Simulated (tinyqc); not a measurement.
Velocity overshoot from momentum and energy balance equations after a field step: one step, computed by the program tinyqc.

At t = 0 the field jumps from 0 to F in a uniform sample. v is the drift velocity and u = w - (3/2) k_B T the excess energy per carrier.

Problem. Constants and steady state. dv/dt = e F/m - v/tau_m(u), du/dt = e F v - u/tau_E, tau_m(u) = tau_0/(1 + c u), tau_0 = m mu_0/e, c = mu_0/(e tau_E v_s^2); this choice gives the steady state v (1 + mu_0 F v/v_s^2) = mu_0 F, which saturates at v_s. Steady velocity v = 2 mu_0 F/(1 + sqrt(1 + 4 (mu_0 F/v_s)^2)); u = e F v tau_E; carrier temperature T + 2u/(3 k_B), neglecting the drift energy m v^2/2.

Inputs (values chosen for the exercise, modelled on electrons in germanium except for tau_E):

| quantity | value | unit |
|---|---|---|
| effective mass m | 0.12 | m_0 |
| low-field mobility mu_0 | 3800 | cm^2/(V s) |
| saturation velocity v_s | 0.65 | 1e7 cm/s |
| energy relaxation time tau_E | 0.36 | ps |
| field after the step F | 8.4 | kV/cm |
| lattice temperature T | 300 | K |

Scheme: explicit Euler.

Constants: m_0 = 9.1093837015e-31 kg; e = 1.602176634e-19 C; k_B = 8.617333262e-05 eV/K.

Give: tau_0; c; acceleration e F/m; steady velocity; steady excess energy; steady carrier temperature.

Solution.

tau_0 = 259.3 fs

c = 249.8 1/eV

acceleration e F/m = 0.01231 1e7 cm/s per fs

steady velocity = 0.5872 1e7 cm/s

steady excess energy = 0.01776 eV

steady carrier temperature = 437.4 K

tau_E/tau_0 = 1.39, and in the steady state tau_m has shrunk to 47.7 fs.
